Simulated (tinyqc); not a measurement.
# Changing the temperature T

Model: strain, valley repopulation and piezoresistance in a many-valley conduction band. Computed by tinyqc, a small Python program. Command: `OMP_NUM_THREADS=1 python tinyqc.py 3001432 3001433 out.jsonl valleys sweep`. One thread of a shared host (Intel(R) Xeon(R) Processor @ 2.30GHz), about 0.02 s of CPU time with the checks.

Valleys are ellipsoids with mass m_l along the axis a and m_t across it, parabolic, with one constant relaxation time; strain shifts the valleys and leaves the masses alone. Currents are taken along [111], along the load, and along [1-10], across the load.

Inputs (values chosen for the exercise, modelled on silicon):
```
quantity                               value    unit
longitudinal mass m_l                   0.93     m_0
transverse mass m_t                    0.184     m_0
shear deformation potential Xi_u        9.13      eV
dilation deformation potential Xi_d      1.1      eV
C11                                      165     GPa
C12                                     64.5     GPa
C44                                     79.8     GPa
stress X (tension positive)              270     MPa
electron density n                   5.3e+16  1/cm^3
relaxation time tau                      400      fs
```

Valley axes: <100> (6 valleys in 3 pairs). Load: uniaxial [111].

Constants: k_B = 8.617333262e-05 eV/K; m_0 = 9.1093837015e-31 kg; k_B = 1.380649e-23 J/K; hbar = 1.054571817e-34 J s; e = 1.602176634e-19 C.

Method:
- Compliances S11 = (C11 + C12)/((C11 - C12)(C11 + 2 C12)), S12 = -C12/((C11 - C12)(C11 + 2 C12)), S44 = 1/C44; stress sigma_ij = X n_i n_j for the unit vector n of the load; e_xx = S11 sigma_xx + S12 (sigma_yy + sigma_zz), e_xy = S44 sigma_xy/2 (tensor strain).
- Herring-Vogt shift of a valley with unit axis a: dE = Xi_d tr(e) + Xi_u a.e.a.
- Each of the 6 valleys holds n_v = N_v (2/sqrt(pi)) F_1/2((E_F - dE_v)/(k_B T)), N_v = 2 (m_d k_B T/(2 pi hbar^2))^(3/2), m_d = (m_l m_t^2)^(1/3); E_F solves sum n_v = n and is counted from the unstrained edge.
- F_j(eta) = int_0^infinity x^j/(1 + exp(x - eta)) dx, without a gamma-function factor. It is evaluated after integrating by parts.
- Integrals over x = E/(k_B T) use 160 Gauss-Legendre points in u = sqrt(x) from 0 to sqrt(max(eta, 0) + 32).
- Mobility tensor mu = e tau sum_v (n_v/n) [1/m_t + (1/m_l - 1/m_t) a a^T]; unstrained mu_0 = e tau (1/m_l + 2/m_t)/3; resistivity along d from the inverse tensor, rho_d = d.mu^-1.d/(n e), mobility along d = 1/(d.mu^-1.d); gauge pi_d = (rho_d/rho_0 - 1)/X.
- With eta_0 the reduced Fermi level without strain, r = F_-1/2(eta_0)/(2 F_1/2(eta_0)) (1 for a classical gas) and c = r (Xi_u/k_B T) (m_l - m_t)/(2 m_l + m_t): pi11 = -(2/3) c (S11 - S12), pi12 = -pi11/2, pi44 = 0, with S11 - S12 = 1/(C11 - C12).

One run for each value; columns: (1) temperature T (K); (2) pi11 (1e-11/Pa); (3) degeneracy factor r; (4) resistance change along the first direction (%); (5) resistance change along the second direction (%):
```
(1)      (2)      (3)  (4)  (5)
50   -507.78  0.98981    0    0
71   -359.09  0.99395    0    0
100  -255.58  0.99637    0    0
150  -170.67  0.99802    0    0
210  -122.00  0.99880    0    0
290   -88.39  0.99926    0    0
420   -61.05  0.99958    0    0
600   -42.74  0.99975    0    0
```

Over the rows, pi11 (1e-11/Pa) rises from -508 to -42.7 (exponent d ln y / d ln x about -1.00 throughout); degeneracy factor r rises from 0.9898 to 0.9998 (exponent d ln y / d ln x 0.012 between the first rows and 4.9e-4 between the last); resistance change along the first direction (%) does not change. The exponent of pi11 stays between -1.00 and -0.99, near -1: the 1/T law of a classical gas. Repopulation depends on the splitting over k_B T (over E_F when r is small). This load shifts all valleys alike, so the resistance does not change.
